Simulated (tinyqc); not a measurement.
Tight binding, kagome lattice, step by step. One step of it, computed by the program tinyqc.

Task: Bloch Hamiltonian at K. H_AB = -t1 - t2 exp(-i k.a1), H_AC = -t1 - t2 exp(-i k.a2), H_BC = -t1 - t2 exp(i k.(a1 - a2)), H_CC = delta.

Parameters chosen for this model:
```
parameter      value                unit
t1          1.310000    eV, up triangles
t2          0.580000  eV, down triangles
delta      -0.440000        eV on site C
```

k point K (fractions of the reciprocal vectors): 0.333333  0.666667

Give: H(k) at K.

Result:

H(k) at K (eV), lower triangle (Hermitian):
```
                 A                B        C
A           0.0000
B  -1.0200-0.5023i           0.0000
C  -1.0200+0.5023i  -1.0200-0.5023i  -0.4400
```
